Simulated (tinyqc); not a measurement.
Heterojunction of two tight-binding chains: sweeps and comparisons. A value that a table varies takes the place of the one given here.

Left chain: hopping -t1, sites at 2 t1 (band bottom 0). Right chain: hopping -t2, sites at dE + 2 t2 (bottom dE). t = c/(m a^2), c = hbar^2/2m0. The bond across the interface is -tc with tc = f sqrt(t1 t2), and the last left site has the extra energy U. In a chain E = bottom + 2t (1 - cos(ka)); the surface Green function of a half chain is g = -exp(ika)/t, with Im k > 0 where cos(ka) > 1.

Constants: hbar^2/2m0 = 3.80998211 eV angstrom^2.

Parameters, chosen for this exercise (masses and offset of the size met at InGaAs / InAlAs; not measured data): a = 4 angstrom (site spacing); m1 = 0.039 m0 (mass on the left); m2 = 0.077 m0 (mass on the right); dE = 0.48 eV (band offset); f = 1 (factor on the interface hopping); U = 0 eV (extra energy on the last left site); E = 0.68 eV (electron energy).

## Transmission against energy, and which matching rule a chain obeys

Chain A is the junction as given; chain B has tc = sqrt(t1 t2) and U = 0; chain C has tc = t2 and U = t2 - t1, the finite-difference form of -d/dx (c/m) d/dx. Continuum formulas T = 4 x y/(x + y)^2 with parabolic k: x, y = k/m on each side (BenDaniel-Duke) or x, y = k (slope continuous).

T:
```
E - dE (eV)  E (eV)  chain A  chain B  chain C  k/m matched  k matched
0.002         0.482   0.3019   0.3019   0.1661       0.1677     0.3044
0.005         0.485   0.4339   0.4339   0.2492       0.2514     0.4371
0.010         0.490   0.5533   0.5533   0.3324       0.3351     0.5569
0.020         0.500   0.6813   0.6813   0.4331       0.4363     0.6850
0.050         0.530   0.8393   0.8393   0.5850       0.5888     0.8423
0.100         0.580   0.9288   0.9288   0.7004       0.7043     0.9308
0.200         0.680   0.9810   0.9810   0.7999       0.8037     0.9818
0.400         0.880   0.9992   0.9992   0.8726       0.8764     0.9993
```

What can be read from the table?

Chain C follows the k/m rule within 0.0039 and chain B the plain k rule within 0.0037, while the two rules differ by up to 0.2535: in B the self-energy of the right side is -t1 exp(i k2 a), so only k2 enters, and in C it is -t2 exp(i k2 a), which carries 1/m2. Chain A is chain B here.

## When the interface binds a state

A state below both bands solves E - 2 t1 - U - S1(E) - S2(E) = 0 for E < 0, with S1 = -t1 z1, S2 = -(tc^2/t2) z2 and |z| < 1 the decaying root of z + 1/z = 2 - (E - bottom)/t. Decay lengths -a/ln|z|. The threshold is the U that solves the equation at E = 0. A dash: no bound state.

Interface state:
```
U (eV)   E (eV)  decay left (angstrom)  decay right (angstrom)
-0.59         -                      -                       -
-1.19         -                      -                       -
-1.78         -                      -                       -
-2.18   -0.0059                  128.9                    10.2
-2.57   -0.0416                   48.5                     9.8
-3.16   -0.1349                   26.9                     9.0
-3.96   -0.3145                   17.7                     8.0
-5.93   -0.9604                   10.2                     6.0
```

threshold U = -1.9779 eV

What does this show, and why?

The step pushes the state out, so an attraction must exceed 1.9779 eV to bind; 5 of the 8 rows are bound. At U = -5.93 eV the state decays over 10.2 angstrom to the left and 6.0 to the right, where the band lies higher.

## What each parameter does

T = 4 Im(S1) Im(S2) |G|^2 with G = 1/(E - 2 t1 - U - S1 - S2), S1 = -t1 exp(i k1 a), S2 = -(tc^2/t2) exp(i k2 a). Each row changes one parameter from the base and keeps the others.

Results:
```
case                   T    k1 a    k2 a
base              0.9810  0.3353  0.2550
m1 = 0.0468 m0    0.9662  0.3676  0.2550
m2 = 0.0924 m0    0.9915  0.3353  0.2795
dE = 0.43 eV      0.9933  0.3353  0.2853
f = 0.9           0.8668  0.3353  0.2550
U = 0.2 eV        0.9823  0.3353  0.2550
a = 3.2 angstrom  0.9813  0.2678  0.2038
```

How do the results move?

The largest shifts from the base row, up to three for each result and ties (the steps differ in size, so this ranks the rows, not the parameters). T: f -0.1141, m1 -0.0147, dE +0.0123. k1 a: a -0.0675, m1 +0.0324; unchanged at the printed digits by m2, dE, f and U. k2 a: a -0.0512, dE +0.0303, m2 +0.0245; unchanged at the printed digits by m1, f and U.

Run: tinyqc, `OMP_NUM_THREADS=1 python tinyqc.py 1452466 1452467 out.jsonl`; Intel(R) Xeon(R) Processor @ 2.30GHz, one thread, shared host; about 0.01 s of CPU time with all checks.
